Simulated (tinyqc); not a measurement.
Effective work function and flat-band voltage of a metal/high-k/SiO2/Si stack with a dipole layer: one step. The dipole density for a target. Four cases, with inputs chosen for the exercise.

Task: Nd = (Wt - WM - shifts) ed/(4 pi e2 qd dd); compare with a monolayer of about 7e14 sites per cm^2.
Constants: e^2/(4 pi eps0) = 14.39964547 eV angstrom.

Give: step needed; Nd; share of a monolayer.

Case 1.

Values chosen (a stack on Si capped with a titanium-like oxide; not measured data): Wt = 4.1 eV (target work function); WM = 4.64 eV (work function of the metal on the high-k layer); qd = 0.41 e (charge of a dipole); dd = 1.4 angstrom (its length); ed = 11.3 (dielectric constant in the dipole layer).

shifts from the two charges (V): -0.107485  -0.003571

Result:

step needed = -0.4289 eV
Nd = -4.67e+14 cm^-2
share of a monolayer = 66.7 %

The sign is opposite to what this cap gives, so another cap or metal is needed; at this coverage dipoles depolarise each other, and the linear law overstates the step.

Case 2.

Values chosen (a stack on Si capped with a lanthanum-like oxide; not measured data): Wt = 4.21 eV (target work function); WM = 5 eV (work function of the metal on the high-k layer); qd = 0.52 e (charge of a dipole); dd = 2.4 angstrom (its length); ed = 9.8 (dielectric constant in the dipole layer).

shifts from the two charges (V): -0.007265  -0.003203

Result:

step needed = -0.7795 eV
Nd = -3.38e+14 cm^-2
share of a monolayer = 48.3 %

The sign suits this cap; at this coverage dipoles depolarise each other, and the linear law overstates the step.

Case 3.

Values chosen (a stack on Si capped with a magnesium-like oxide; not measured data): Wt = 5.06 eV (target work function); WM = 4.36 eV (work function of the metal on the high-k layer); qd = 0.56 e (charge of a dipole); dd = 1.9 angstrom (its length); ed = 11.9 (dielectric constant in the dipole layer).

shifts from the two charges (V): -0.089928  -0.063695

Result:

step needed = 0.8536 eV
Nd = 5.28e+14 cm^-2
share of a monolayer = 75.4 %

The sign is opposite to what this cap gives, so another cap or metal is needed; at this coverage dipoles depolarise each other, and the linear law overstates the step.

Case 4.

Values chosen (a stack on Si capped with a lanthanum-like oxide; not measured data): Wt = 5.05 eV (target work function); WM = 4.37 eV (work function of the metal on the high-k layer); qd = 0.48 e (charge of a dipole); dd = 2.1 angstrom (its length); ed = 9.6 (dielectric constant in the dipole layer).

shifts from the two charges (V): 0.011456  -0.002857

Result:

step needed = 0.6714 eV
Nd = 3.53e+14 cm^-2
share of a monolayer = 50.5 %

The sign is opposite to what this cap gives, so another cap or metal is needed; at this coverage dipoles depolarise each other, and the linear law overstates the step.

Computed by tinyqc, one run a case: `OMP_NUM_THREADS=1 python tinyqc.py N N+1 out.jsonl` with N = 1881107, 1881178, 1881211, 1881247; one thread of a shared Intel(R) Xeon(R) Processor @ 2.30GHz, about 0.01 s a run at most.
